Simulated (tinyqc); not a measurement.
# From mobility change back to alloy fraction x

Model: stress in a transistor channel from embedded alloy regions, liners and fins, by half-space elasticity. Computed by tinyqc, a small Python program. Command: `OMP_NUM_THREADS=1 python tinyqc.py 3024797 3024798 out.jsonl stressor inv`. One thread of a shared host (Intel(R) Xeon(R) Processor @ 2.30GHz), about 0.07 s of CPU time with the checks.

Plane strain in an isotropic half-space, the same constants everywhere; x along the channel from its centre, y downwards from the free surface; stress is positive in tension.

Inputs (values chosen for the exercise, modelled on silicon):
```
quantity,value,unit
"lattice change per unit x, beta",-0.45,-
Young's modulus E,167,GPa
Poisson ratio nu,0.23,-
channel length L,60,nm
length of each stressor S,45,nm
recess depth d,60,nm
depth of the field point y,2.9,nm
longitudinal piezoresistance coefficient,-33.2,1e-11/Pa
vertical piezoresistance coefficient,55,1e-11/Pa
```

Stressor: Si(1-x)C(x) source and drain.

Method:
- Misfit e = beta x. A fully constrained inclusion holds the stress -p with p = E e/(1 - 2 nu); a blanket film would hold -E e/(1 - nu) in the plane.
- A line element dA of misfit at (a, c) in the half-space gives, with C = E e/(2 pi (1 - nu)), X = x - a, r1^2 = X^2 + (y - c)^2, r2^2 = X^2 + Y^2, Y = y + c: s_xx = -C dA {[X^2 - (y - c)^2]/r1^4 + 3 [X^2 - Y^2]/r2^4 + 4 y Y (Y^2 - 3 X^2)/r2^6}, s_yy = C dA {[X^2 - (y - c)^2]/r1^4 - [X^2 - Y^2]/r2^4 + 4 y Y (Y^2 - 3 X^2)/r2^6}. These are integrated over two rectangles, L/2 < |a| < L/2 + S, 0 < c < d (closed form in a, 200 Gauss-Legendre points in c).
- d mu/mu = -(pi_L s_xx + pi_z s_yy) for the embedded regions alone; the stress across the width is left out.

Problem. A run gave the result below. Find the alloy fraction x, known to lie between 0.0064 and 0.012.

mobility change = 11.0501 %

Solution.

Each step takes the trial c = (a f_b - b f_a)/(f_b - f_a), f being the result less the target and a, b, c the logarithms of the listed values; c replaces end b, the old b replaces a if the sign of f changed, and otherwise f_a is halved.

Scan of the range:
```
alloy fraction x,mobility change (%)
0.00640,9.7734
0.00711,10.8577
0.00789,12.0488
0.00876,13.3774
0.00973,14.8587
0.01080,16.4927
0.01200,18.3252
```

False position (Illinois rule, in the logarithm of the input) inside the bracket:
```
step,end a,end b,trial,mobility change (%)
1,0.00711000,0.00789000,0.00723056,11.0418
2,0.00789000,0.00723056,0.00723577,11.0497
3,0.00789000,0.00723577,0.00723621,11.0504
4,0.00723577,0.00723621,0.00723600,11.0501
```

Mobility change rises at every point of a 13-point scan of the range (every second point is shown), so one value fits; it is bracketed by 0.00711 and 0.00789. The scan shows a pure power law with exponent 1.000, so scaling from any one row also gives the answer directly. Answer: alloy fraction x = 0.007236.
